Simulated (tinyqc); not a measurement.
# Capacitances against the distance to each plane

Endless row of lines of width wl, height tl and space sl between grounded planes at distance hd; e2 fills the gaps beside the lines, e1 the rest. Laplace's equation is solved on meshes of 3, 6 and 12 steps per unit u and extrapolated (Aitken), which is good to about 0.2 %. C_even (all lines at 1 V) is the capacitance Cg to the planes; C_odd (neighbours in antiphase) = Cg + 4 Cc if only nearest neighbours couple, which defines Cc; total with quiet neighbours Cg + 2 Cc. Plate values 2 eps0 e1 wl/hd and eps0 e2 tl/sl.

Parameters, values chosen for the exercise: relative permittivity above and below the lines e1 = 3; relative permittivity between the lines e2 = 1; line width, in units u wl = 4 u; line height tl = 6 u; space between lines sl = 4 u.

Constants: eps0 = 8.8541878128e-12 F/m. Results are converted to the units shown.

The same in every row: plate Cc (aF/um) = 13.3.

Capacitances against the distance to each plane:
```
hd (u),Cg (aF/um),Cc (aF/um),Cg + 2 Cc (aF/um),C_odd (aF/um),plate Cg (aF/um),"share of coupling, 2 Cc/(Cg + 2 Cc) (%)"
2,167,11.9,191,214,106,12.5
3,119,16.0,151,183,70.8,21.2
4,93.0,19.6,132,171,53.1,29.6
5,76.3,22.5,121,166,42.5,37.1
6,64.7,24.8,114,164,35.4,43.4
8,49.6,28.3,106,163,26.6,53.3
10,40.2,30.5,101,162,21.3,60.3
```

As hd goes from 2 to 10, Cg falls from 167 to 40.2 aF/um, Cc rises from 11.9 to 30.5 aF/um and the share of coupling rises from 12.5 to 60.3 %. Cg is 1.57 times its plate value in the first row and 1.89 times in the last; for Cc the ratios are 0.894 and 2.30. Neighbours in antiphase raise the load by a factor of 1.12 and 1.60 over quiet ones. For hd = 8, 10 the planes are farther than 0.8 of the pitch, so second neighbours couple too and Cg + 2 Cc understates the quiet load by a per cent or more.

Computed by the program tinyqc: `OMP_NUM_THREADS=1 python tinyqc.py 2790145 2790146 out.jsonl`, one thread of a shared Intel Xeon 2.30GHz, about 0.6 s for the whole run.
